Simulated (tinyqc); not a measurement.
# From time of the peak t_p back to minority mobility mu

Model: Haynes-Shockley experiment: drift, diffusion and decay of a minority-carrier pulse. Computed by tinyqc, a small Python program. Command: `OMP_NUM_THREADS=1 python tinyqc.py 3110140 3110141 out.jsonl haynes inv`. One thread of a shared host (Intel(R) Xeon(R) Processor @ 2.30GHz), about 0.03 s of CPU time with the checks.

A thin sheet of excess carriers is made at x = 0, t = 0 in a long uniform bar; injection is low, so the pulse moves with the minority mobility.

Inputs (values chosen for the exercise, modelled on electrons in p-type germanium in a lightly doped bar):
```
quantity,value,unit
lifetime tau,90,microsecond
temperature T,300,K
field F,11,V/cm
distance d to the collector,0.93,cm
injected sheet density N0,1.1e+09,1/cm^2
```

Constants: k_B = 8.617333262e-05 eV/K.

Method:
- D = mu k_B T/e, v = mu F.
- Transit time d/v, diffusion length sqrt(D tau), drift length v tau, Peclet number v d/D = e F d/(k_B T).
- dn(x, t) = N0/sqrt(4 pi D t) exp(-(x - v t)^2/(4 D t) - t/tau).
- At fixed x the signal peaks where d ln(dn)/dt = 0: a t^2 + t/2 - x^2/(4 D) = 0 with a = v^2/(4 D) + 1/tau.
- The full width at half maximum is found by solving dn(x, t) = peak/2 on both sides of the peak.

Task: A run gave the result below. Find the minority mobility mu, known to lie between 2700 and 5800 cm^2/(V s).

time of the peak t_p = 27.0405 microsecond

Result:

Each step takes the trial c = (a f_b - b f_a)/(f_b - f_a), f being the result less the target and a, b, c the logarithms of the listed values; c replaces end b, the old b replaces a if the sign of f changed, and otherwise f_a is halved.

Scan of the range:
```
minority mobility mu (cm^2/(V s)),time of the peak t_p (microsecond)
2700,31.1795
3070,27.4275
3480,24.2004
3960,21.2706
4500,18.7208
5110,16.4881
5800,14.5282
```

False position (Illinois rule, in the logarithm of the input) inside the bracket:
```
step,end a,end b,trial,time of the peak t_p (microsecond)
1,3070.00,3480.00,3116.49,27.0189
2,3070.00,3116.49,3111.79,27.0597
3,3116.49,3111.79,3114.00,27.0405
4,3111.79,3114.00,3114.00,27.0405
```

Time of the peak t_p falls at every point of a 13-point scan of the range (every second point is shown), so one value fits; it is bracketed by 3070 and 3480. Answer: minority mobility mu = 3114 cm^2/(V s).
